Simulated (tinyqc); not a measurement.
What each parameter does: two-node Weyl semimetal on a cubic lattice and its slab.

H = d.s with dx = t sin kx, dy = t sin ky, dz = m (2 - cos kx - cos ky) + M(kz), M = tz (cos k0 - cos kz), k in 1/a. Nodes at (0, 0, +/-k0). Berry curvature of the lower band along z: Omega = d.(dd/dkx x dd/dky)/(2|d|^3), in the sense curl of i<u|grad u>.

Inputs chosen for the exercise: t = 0.4 eV (hopping in sx and sy); m = 1.52 eV (mass term); tz = 1.01 eV (hopping along z); k0 = 1.62 1/a (position of the nodes); k = (0.04, -0.01, 2.82) 1/a (wave vector).

|E| and Omega at k, the velocity tz sin(k0) and k0/pi.

Results for these values:
```
case  |E| (eV)  Omega (a^2)  vz (eV a)  |sigma_xy| (e^2/(h a))
base    0.9100       0.0962     1.0088                  0.5157
```

What happens to each result for m = 1.672 eV, all else kept?

Answer: |E| rises from 0.9100 to 0.9101; Omega does not change at the printed digits; vz does not change at the printed digits; |sigma_xy| does not change at the printed digits.

The same for each parameter in turn:
```
case            |E| (eV)  Omega (a^2)  vz (eV a)  |sigma_xy| (e^2/(h a))
base              0.9100       0.0962     1.0088                  0.5157
t = 0.44 eV       0.9100       0.1164     1.0088                  0.5157
m = 1.672 eV      0.9101       0.0962     1.0088                  0.5157
tz = 1.111 eV     1.0008       0.0796     1.1097                  0.5157
k0 = 1.458 1/a    1.0733       0.0692     1.0036                  0.4641
```

The Hall conductivity depends on the separation of the nodes alone, with EF at the nodes and no further nodes.

(tinyqc, `OMP_NUM_THREADS=1 python tinyqc.py 1482605 1482606 out.jsonl`, Intel(R) Xeon(R) Processor @ 2.30GHz, 1 thread, shared host, about 0.1 s.)
